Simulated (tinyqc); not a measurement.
# Threshold of a short bulk MOSFET: charge sharing, barrier lowering, narrow width: two studies

n-channel device on a p-type body, depletion approximation, full ionisation. Uniform doping N = Na. Vbi from Boltzmann statistics is rough for the degenerate source. Cox = eps0 eox/tox.

Inputs (values chosen for the exercise); band and dielectric values close to those of silicon: temperature T = 300 K; band gap Eg = 1.11 eV; relative permittivity eps_r = 11.8; conduction-band density of states at T Nc = 2.81e19 cm^-3; valence-band density of states at T Nv = 2.62e19 cm^-3; relative permittivity of the gate insulator (close to silicon dioxide) eox = 3.9; insulator thickness tox = 3.2 nm; channel doping Na = 1.1e17 cm^-3; source and drain doping Nsd = 1e20 cm^-3; flat-band voltage for the doping Na Vfb = -0.85 V; junction depth xj = 24 nm; body-source voltage Vbs = 0 V; drain-source voltage Vds = 0.05 V; gate width W = 400 nm; shape factor of the fringing depletion at the width edges xw = 0; channel length L = 220 nm.

Constants: q = 1.602176634e-19 C, kB = 1.380649e-23 J/K, Vt = kB T/q, eps0 = 8.8541878128e-14 F/cm where lengths are in cm. Results are converted to the units shown.

Each table varies one quantity; the others keep the values above.

## Threshold roll-off against channel length

ni = sqrt(Nc Nv) exp(-Eg/(2 Vt)), Eg in volts; 2 pB = 2 Vt ln(N/ni); flat band Vfb - Vt ln(N/Na); Wd = sqrt(2 eps0 eps_r (2 pB - Vbs)/(q N)); body term q N Wd/Cox; long-channel VT0 = flat band + 2 pB + body term; Vbi = Vt ln(N Nsd/ni^2); scale length l = sqrt((eps_r/eox) tox Wd). Charge sharing (trapezoid; it ignores Vds): F = (xj/L)(sqrt(1 + 2 Wd/xj) - 1), lowering = body term times F. Barrier lowering: th = exp(-L/(2 l)) + 2 exp(-L/l), lowering = th [2 (Vbi - 2 pB) + Vds], DIBL = th. Narrow width: rise = body term times xw Wd/W. VT by each model = VT0 - lowering + rise. DIBL under 0.001 mV/V is printed as 0.

The same in every row: N (cm^-3) = 1.100e17; VT0 (V) = 0.1368.

Threshold roll-off against channel length:
```
L (nm)	L/l	F	DIBL (mV/V)	VT, charge sharing (V)	VT, barrier lowering (V)
98	3.167	0.4996	289.6	0.05604	0.02029
140	4.524	0.3498	125.8	0.08026	0.08614
200	6.463	0.2448	42.62	0.09721	0.1196
300	9.694	0.1632	7.975	0.1104	0.1336
430	13.89	0.1139	0.9630	0.1184	0.1364
620	20.03	0.07898	0.04463	0.1240	0.1367
890	28.76	0.05502	0	0.1279	0.1368
1300	42.01	0.03767	0	0.1307	0.1368
1900	61.40	0.02577	0	0.1326	0.1368
```

VT by barrier lowering rises from 0.0203 to 0.137 V and VT by charge sharing rises from 0.0560 to 0.133 V. DIBL is under 100 mV/V from L = 200 nm on among the rows (th = 0.1 at L/l = 4.92). For L = 98 DIBL exceeds 250 mV/V, where the barrier formula is rough.

## Effect of the junction depth

Same model as above.

The same in every row: N (cm^-3) = 1.1000e17; VT0 (V) = 0.13676; L/l = 7.1090; DIBL (mV/V) = 30.231; VT, barrier lowering (V) = 0.12460.

Result of one run:
```
xj (nm)	F	VT, charge sharing (V)
200	0.37307	0.076492
```

What becomes of these results when the junction depth xj is changed from 200 to 5 nm, all else the same?

Result of the changed run:
```
xj (nm)	F	VT, charge sharing (V)
5	0.12203	0.11705
```

The whole series:
```
xj (nm)	F	VT, charge sharing (V)
5	0.12203	0.11705
8.5	0.15172	0.11225
14	0.18390	0.10705
24	0.22257	0.10080
41	0.26343	0.094204
70	0.30420	0.087618
120	0.34224	0.081472
200	0.37307	0.076492
```

As xj goes from 5 to 200, VT0 stays at 0.137 V, DIBL stays at 30.2 mV/V, F rises from 0.122 to 0.373 and VT by barrier lowering stays at 0.125 V. The junction depth enters only the charge-sharing model.

Computed by the program tinyqc: `OMP_NUM_THREADS=1 python tinyqc.py 2002207 2002208 out.jsonl`, one thread of a shared Intel Xeon 2.30GHz, about 0.01 s for the whole run.
